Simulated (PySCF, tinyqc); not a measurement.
Inside a calculation. Method: CCSD on RHF in the 3-21g basis, for H3+, spin multiplicity 1. The lowest restricted solution is unstable here: a spin-polarised one lies 0.0013 hartree lower (PySCF). One step of it, computed by the program tinyqc.

Question. CCSD: starting amplitudes. t_ij^ab = <ij||ab> / (e_i + e_j - e_a - e_b), whose energy is MP2.

orbital energies (hartree): MO1 -0.911877, MO2 -0.382501, MO3 -0.044611, MO4 0.720030, MO5 0.827677, MO6 0.969460

Two-electron integrals over orbitals (pq|rs), unique and non-zero (hartree):
```
(11|11) 0.531732    (21|21) 0.121217    (22|11) 0.422268    (22|22) 0.435179
(31|11) 0.082354    (31|22) -0.016406   (31|31) 0.080204    (32|21) -0.099318
(32|32) 0.107788    (33|11) 0.416455    (33|22) 0.381443    (33|31) 0.025877
(33|33) 0.377069    (41|11) 0.063436    (41|22) 0.073015    (41|31) -0.010830
(41|33) 0.045819    (41|41) 0.049522    (42|21) 0.067567    (42|32) -0.050372
(42|42) 0.076373    (43|11) -0.051072   (43|22) -0.056785   (43|31) 0.006751
(43|33) -0.031048   (43|41) -0.027204   (43|43) 0.033224    (44|11) 0.424940
(44|22) 0.426950    (44|31) -0.007592   (44|33) 0.372041    (44|41) 0.081501
(44|43) -0.067927   (44|44) 0.445061    (51|21) 0.050503    (51|32) -0.038588
(51|42) 0.056806    (51|51) 0.042820    (52|11) 0.083444    (52|22) 0.097788
(52|31) -0.015640   (52|33) 0.055735    (52|41) 0.059203    (52|43) -0.046283
(52|44) 0.114008    (52|52) 0.081460    (53|21) -0.025074   (53|32) 0.010200
(53|42) -0.043758   (53|51) -0.031059   (53|53) 0.033157    (54|21) 0.154824
(54|32) -0.138060   (54|42) 0.105041    (54|51) 0.079566    (54|53) -0.041623
(54|54) 0.230345    (55|11) 0.406449    (55|22) 0.430139    (55|31) -0.025160
(55|33) 0.367587    (55|41) 0.086828    (55|43) -0.067209   (55|44) 0.446926
(55|52) 0.118282    (55|55) 0.454428    (61|11) -0.075694   (61|22) 0.001599
(61|31) -0.063516   (61|33) -0.044555   (61|41) -0.007959   (61|43) -0.017446
(61|44) 0.003073    (61|52) 0.010049    (61|55) 0.011958    (61|61) 0.092434
(62|21) 0.032737    (62|32) -0.019800   (62|42) 0.030692    (62|51) 0.022390
(62|53) -0.019962   (62|54) 0.046626    (62|62) 0.018253    (63|11) -0.122382
(63|22) -0.051178   (63|31) -0.055658   (63|33) -0.065381   (63|41) -0.032360
(63|43) 0.012505    (63|44) -0.059215   (63|52) -0.032011   (63|55) -0.049624
(63|61) 0.070449    (63|63) 0.081931    (64|11) -0.028363   (64|22) 0.029441
(64|31) -0.047858   (64|33) -0.001720   (64|41) 0.023107    (64|43) -0.012280
(64|44) 0.030484    (64|52) 0.029308    (64|55) 0.044236    (64|61) 0.035085
(64|63) 0.024072    (64|64) 0.040878    (65|21) 0.054343    (65|32) -0.053446
(65|42) 0.039580    (65|51) 0.030856    (65|53) -0.012878   (65|54) 0.083969
(65|62) 0.013928    (65|65) 0.034461    (66|11) 0.547125    (66|22) 0.381608
(66|31) 0.130705    (66|33) 0.423540    (66|41) 0.057083    (66|43) -0.027206
(66|44) 0.392289    (66|52) 0.058326    (66|55) 0.364944    (66|61) -0.151782
(66|63) -0.171571   (66|64) -0.066964   (66|66) 0.660796
```

Give: Starting amplitudes; correlation energy.

Answer.

Starting amplitudes (spin orbitals 1a, 1b, ...; amplitudes related by a flip of all spins are not repeated):
```
from      to        t
1a 1b  2a 2b  -0.1145
1a 1b  3a 3b  -0.0462
1a 1b  6a 6b  -0.0246
1a 1b  3a 6b   0.0231
1a 1b  2a 5b  -0.0223
1a 1b  4a 4b  -0.0152
1a 1b  5a 5b  -0.0123
1a 1b  3a 4b   0.0043
1a 1b  4a 6b   0.0023
```

correlation energy = -0.026450 hartree
